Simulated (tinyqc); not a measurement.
From sigma_ion back to vacancy migration energy E_m: defect equilibria of an oxide against oxygen pressure (mass action). Computed by tinyqc, a small Python program. Command: `OMP_NUM_THREADS=1 python tinyqc.py 3012836 3012837 out.jsonl brouwer inv`. One thread of a shared host (Intel(R) Xeon(R) Processor @ 2.30GHz), about 0.02 s of CPU time with the checks.

Defects: oxygen vacancies V (charge +2), electrons n, holes p, the ionic partner X = V_M'''' (charge -4), and the dopant. Activities are taken equal to concentrations.

Inputs (values chosen for the exercise, for a model oxide): reduction enthalpy H_r = 5.42 eV; prefactor K_r0 = 2.1e+70 cm^-9 atm^(1/2); gap E_g = 3.48 eV; prefactor N_c N_v = 5.2e+41 cm^-6; disorder enthalpy H_s = 5.16 eV; prefactor K_s0 = 4.5e+67 cm^-9; dopant density N_d = 1.3e+19 cm^-3; temperature T = 1200 K; oxygen pressure P = 5e-17 atm; electron mobility mu_n = 0.021 cm^2/(V s); hole mobility mu_p = 1.2 cm^2/(V s); vacancy diffusion prefactor D_0 = 0.0012 cm^2/s.

Ionic disorder: Schottky, oxide MO2. Dopant (singly charged, fully ionised): donor.

Constants: k_B = 8.617333262e-05 eV/K; e = 1.602176634e-19 C.

Method:
- K_r = K_r0 exp(-H_r/k_B T) = [V] n^2 P^(1/2); K_i = N_c N_v exp(-E_g/k_B T) = n p; K_s = K_s0 exp(-H_s/k_B T) = [X] [V]^2.
- Neutrality: 2 [V] + p + N_d = n + 4 [X]. With n as the unknown, [V] = K_r/(n^2 P^(1/2)), p = K_i/n, [X] = K_s/[V]^2; the log ratio is ln(positive/negative).
- The root is found by 60 bisections in ln n between n = 1e-10 and 1e25 cm^-3.
- sigma_n = e n mu_n, sigma_p = e p mu_p, sigma_ion = 2 e [V] mu_V with mu_V = 2 e D/(k_B T) and D = D_0 exp(-E_m/k_B T); only the oxygen vacancies carry ionic current, and the ionic transport number is sigma_ion over the total.

Question. A run gave the result below. Find the vacancy migration energy E_m, known to lie between 0.32 and 1.1 eV.

sigma_ion = 6.126515e-06 S/cm

Answer.

Each step takes the trial c = (a f_b - b f_a)/(f_b - f_a), f being the result less the target and a, b, c the logarithms of the listed values; c replaces end b, the old b replaces a if the sign of f changed, and otherwise f_a is halved.

Scan of the range:
```
vacancy migration energy E_m (eV)  sigma_ion (S/cm)
0.320                                   9.39337e-05
0.393                                   4.63698e-05
0.483                                   1.94201e-05
0.593                                   6.70304e-06
0.729                                   1.79927e-06
0.895                                   3.61350e-07
1.100                                   4.97698e-08
```

False position (Illinois rule, in the logarithm of the input) inside the bracket:
```
step     end a     end b     trial  sigma_ion (S/cm)
1     0.593000  0.729000  0.607571       5.82203e-06
2     0.593000  0.607571  0.600042       6.26175e-06
3     0.607571  0.600042  0.602348       6.12368e-06
4     0.600042  0.602348  0.602300       6.12649e-06
5     0.600042  0.602300  0.602300       6.12654e-06
6     0.602300  0.602300  0.602300       6.12652e-06
```

sigma_ion falls at every point of a 13-point scan of the range (every second point is shown), so one value fits; it is bracketed by 0.593 and 0.729. Answer: vacancy migration energy E_m = 0.6023 eV.
